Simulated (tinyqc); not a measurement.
Which roughness does what: X-ray reflectivity of a thin film on silicon: critical angles, Parratt recursion, fringes and roughness. Computed by tinyqc, a small Python program. Command: `OMP_NUM_THREADS=1 python tinyqc.py 3120710 3120711 out.jsonl xrr walk`. One thread of a shared host (Intel(R) Xeon(R) Processor @ 2.30GHz), about 0.01 s of CPU time with the checks.

n = 1 - delta + i beta; the classical electron radius is r_e = 2.8179403e-6 nm. Layer 0 is vacuum, 1 the film, 2 the substrate.

Inputs (values chosen for the exercise, modelled on ruthenium on silicon, copper K-alpha radiation): wavelength lambda = 0.15406 nm; film density rho = 12.8 g/cm^3; effective electrons per unit mass, film = 0.436 mol/g; beta/delta, film = 0.083; film thickness d = 34.6 nm; roughness of the surface sigma_1 = 0.3 nm; roughness of the interface sigma_2 = 0.37 nm; substrate density = 2.33 g/cm^3; effective electrons per unit mass, substrate = 0.507 mol/g; beta/delta, substrate = 0.023; grazing angle theta = 2.32 degrees.

Constants: N_A = 6.02214076e+23 1/mol.

Method:
- delta = r_e lambda^2 rho_e/(2 pi), rho_e = density x electrons per mass x N_A; critical angle sqrt(2 delta), q_c = 4 sqrt(pi r_e rho_e).
- k_j = (2 pi/lambda) sqrt(sin^2 theta - 2 delta_j + 2 i beta_j); r_ij = (k_i - k_j)/(k_i + k_j) x exp(-2 k_i k_j sigma^2) (Nevot-Croce); r = (r_01 + r_12 p)/(1 + r_01 r_12 p), p = exp(2 i k_1 d); R = |r|^2.
- Far above the critical angle the period is d theta = lambda/(2 d), or 2 pi/d in q; the envelope runs between (|r_01| - |r_12 p|)^2 and (|r_01| + |r_12 p|)^2; contrast = 2 a b/(a^2 + b^2) with a = |r_01|, b = |r_12 p|; roughness factors on the amplitudes are about exp(-q^2 sigma^2/2).
- R is averaged over one period above each angle (64 points); contrast = (max - min)/(max + min) of R theta^4 over that period. Cases: smooth; only sigma_1; only sigma_2; both.

period in theta = 0.127558 degrees

Constants:
```
layer      rho_e (1/nm^3)        delta         beta  critical angle (degrees)  q_c (1/nm)
film              3360.84  3.57750e-05  2.96932e-06                  0.484649    0.689961
substrate          711.40  7.57263e-06  1.74170e-07                  0.222977    0.317437
```

Mean R and contrast:
```
theta (degrees)   R smooth  contrast  R, sigma_1  contrast, sigma_1  R, sigma_2  contrast, sigma_2     R, both  contrast, both
0.8              0.0098594   0.73297  8.9531e-03            0.76666  9.7018e-03            0.68926  8.7904e-03         0.72346
1.2              0.0020924   0.82504  1.7081e-03            0.88107  1.9333e-03            0.72659  1.5509e-03         0.78818
1.8              0.0004288   0.88720  2.8545e-04            0.97989  3.5737e-04            0.66580  2.1496e-04         0.81485
2.5              0.0001224   0.91723  6.3884e-05            0.98369  9.1558e-05            0.49836  3.3165e-05         0.79372
3.5              0.0000329   0.93516  1.2959e-05            0.74967  2.2511e-05            0.23571  2.6265e-06         0.68505
```

At 2.5 degrees sigma_1 alone multiplies the mean R by 0.52 and sigma_2 alone by 0.75; the contrast goes from 0.92 (smooth) to 0.98 and 0.50.
